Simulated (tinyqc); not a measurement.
Epitaxial growth on a vicinal surface: Burton-Cabrera-Frank step flow, step-edge barrier and island nucleation: one step, computed by the program tinyqc.

Adatoms land at rate F, hop on a square grid (a simplification for hexagonal faces), desorb, or join steps. Lengths are in units of a and n is the adatom coverage. Steps ascend at x = 0 and descend at x = l.

Problem. Terrace solution. D n'' - n/tau + F = 0 with n(0) = n_eq and -l_s n'(l) = n(l) - n_eq. With u = n - F tau, A = n_eq - F tau, y = l/x_s, s = l_s/x_s: u = A cosh(x/x_s) + B sinh(x/x_s), B = A (1 - cosh y - s sinh y)/(sinh y + s cosh y). Flux into the ascending step J+ = D B/x_s, over the descending one J- = -(D/x_s)(A sinh y + B cosh y); step velocity J+ + J-; growth rate (J+ + J-)/l. For small y: J+ + J- = (F - n_eq/tau) l, J-/J+ = l/(l + 2 l_s). The coverage peaks where n' = 0, tanh(x/x_s) = -B/A.

Inputs (values chosen for the exercise, close to those used for GaAs(001)): deposition rate F = 0.083 layers/s; temperature T = 590 C.

D = 14996.16 a^2/s

lifetime tau = 1735.091 s

diffusion length x_s = 5100.952 a

equilibrium coverage n_eq = 2.618709e-06

terrace width l = 5.034124 a

Schwoebel length l_s = 18.25487 a

Give: J+; J-; growth rate; peak coverage; position of the peak.

Solution.

J+ = 0.3727 atoms per step site and s

J- = 0.04516 atoms per step site and s

growth rate = 0.08300 layers/s

peak coverage = 5.841e-05

position of the peak = 4.490 a

Caution: terraces under ten sites wide are at the edge of a continuum description.
